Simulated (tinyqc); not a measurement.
What moves the results: heavy doping: gap narrowing, degeneracy and the minority density. A value that a table varies takes the place of the one given here.

F_j(eta) = (1/Gamma(j + 1)) integral_0^infinity x^j dx/(1 + exp(x - eta)), which tends to exp(eta) for eta << 0.

Empirical narrowing (Slotboom form, constants chosen for the exercise; published fits of this form give the apparent narrowing, here it is taken as the true one): dEg = E0 [ln(N/N0) + sqrt(ln(N/N0)^2 + C)].

Majority: N = Nv F_1/2(eta), eta the distance of EF beyond the majority band edge in kT. Degeneracy factor gam = F_1/2(eta)/exp(eta). ni0^2 = Nc Nv exp(-Eg/kT); product n p = ni0^2 gam exp(dEg/kT), dEg the true narrowing; apparent narrowing dEa = dEg + kT ln gam; minority density = n p/N.

Bipolar transistor with N as emitter doping: beta = K (N/NB) exp((dEa_B + dG - dEa_E)/kT), dEa_E = dEg(N) + kT ln gam, dEa_B = dEg(NB). For the sweep in T, Nv is scaled as (T/T0)^(3/2) from its value at T0 = T.

Constants: kB = 8.617333262e-05 eV/K.

Values chosen for the exercise (gap and densities of states near those of Si at this temperature; narrowing constants near the fits for Si; shifted at random, so the results belong to these values and not to a real crystal):
- Eg = 1.085 eV (gap)
- Nc = 5.25e+19 1/cm^3 (conduction-band density of states)
- Nv = 1.99e+19 1/cm^3 (valence-band density of states)
- T = 450 K
- E0 = 7.31 meV (narrowing scale)
- N0 = 1.5e+17 1/cm^3 (onset density)
- C = 0.5 (smoothing constant)
- N = 1.4e+18 1/cm^3 (ionised acceptors, equal to the majority density)
- NB = 7e+16 1/cm^3 (base doping)
- K = 4.4 (ratio (D_B W_E)/(D_E W_B))
- dG = 50 meV (extra narrowing of the base by alloying)

## Narrowing against degeneracy

N takes the values listed; the last column is N over the factor gam exp(dEg/kT), the doping that a simple model would need to give the same minority density.

Results:

| N (1/cm^3) | eta | gam | dEg (meV) | dEa (meV) | minority (1/cm^3) | effective doping (1/cm^3) |
|---|---|---|---|---|---|---|
| 6.0e+16 | -5.80 | 0.999 | 1.8 | 1.7 | 1.28e+10 | 5.74e+16 |
| 2.0e+17 | -4.60 | 0.996 | 7.7 | 7.5 | 4.48e+09 | 1.65e+17 |
| 6.0e+17 | -3.49 | 0.989 | 21.5 | 21.1 | 2.12e+09 | 3.48e+17 |
| 2.0e+18 | -2.26 | 0.965 | 38.6 | 37.2 | 9.62e+08 | 7.67e+17 |
| 6.0e+18 | -1.09 | 0.899 | 54.4 | 50.3 | 4.50e+08 | 1.64e+18 |
| 2.0e+19 | 0.36 | 0.704 | 71.9 | 58.3 | 1.66e+08 | 4.45e+18 |
| 6.0e+19 | 2.13 | 0.359 | 87.9 | 48.2 | 4.25e+07 | 1.73e+19 |
| 2.0e+20 | 5.48 | 0.0421 | 105.5 | -17.4 | 2.35e+06 | 3.13e+20 |
| 4.0e+20 | 8.84 | 0.00290 | 115.6 | -111.0 | 1.05e+05 | 7.01e+21 |

How do the results move?

dEg grows steadily to 115.6 meV, while the apparent value peaks at 58.3 meV for N = 2e+19 and falls to -111.0 meV as the Fermi level enters the band (a negative value is not met in measurements: parabolic bands with a fixed mass overstate the filling). N grows by a factor 33 from the third to the sixth row and the effective doping by 12.8.

## Current gain against temperature

Gain:

| T (K) | beta | beta with dG = 0 | without narrowing |
|---|---|---|---|
| 150 | 421 | 8.80 | 88.0 |
| 200 | 281 | 15.5 | 88.0 |
| 250 | 221 | 21.7 | 88.0 |
| 300 | 189 | 27.3 | 88.0 |
| 350 | 169 | 32.2 | 88.0 |
| 400 | 155 | 36.4 | 88.0 |
| 450 | 146 | 40.1 | 88.0 |

dEa_B + dG - dEa_E at T0 = 19.5 meV

What can be read from the table?

beta is 421 at 150 K and 146 at 450 K, since the net exponent is positive: the gap is narrower in the base. At 300 K narrowing and degeneracy change the gain by a factor 0.31 and alloying the base by 6.92.

## What moves the minority density and the gain

All results formed anew. Each row changes one parameter from the base and keeps the others.

Results:

| case | dEg (meV) | dEa (meV) | minority (1/cm^3) | beta |
|---|---|---|---|---|
| base | 33.45 | 32.49 | 1.22e+09 | 146 |
| N = 2.8e+18 1/cm^3 | 43.40 | 41.48 | 7.67e+08 | 231 |
| E0 = 8.772 meV | 40.14 | 39.18 | 1.45e+09 | 124 |
| N0 = 3e+17 1/cm^3 | 23.65 | 22.69 | 9.45e+08 | 184 |
| Eg = 1.105 eV | 33.45 | 32.49 | 7.27e+08 | 146 |
| Nv = 2.59e+19 1/cm^3 | 33.45 | 32.71 | 1.59e+09 | 145 |
| NB = 1.4e+17 1/cm^3 | 33.45 | 32.49 | 1.22e+09 | 78.0 |

What does this show?

The largest shifts from the base row, up to three for each result and ties (the steps differ in size, so this ranks the rows, not the parameters). dEg (meV): N +9.95, N0 -9.80, E0 +6.69; unchanged at the printed digits by Eg, Nv and NB. dEa (meV): N0 -9.80, N +8.99, E0 +6.69; unchanged at the printed digits by Eg and NB. minority (1/cm^3): Eg -4.90e+08, N -4.50e+08, Nv +3.76e+08; unchanged at the printed digits by NB. beta: N +85.4, NB -67.7, N0 +37.9; unchanged at the printed digits by Eg.

(tinyqc, `OMP_NUM_THREADS=1 python tinyqc.py 1652763 1652764 out.jsonl`, Intel(R) Xeon(R) Processor @ 2.30GHz, 1 thread, shared host, about 0.01 s.)
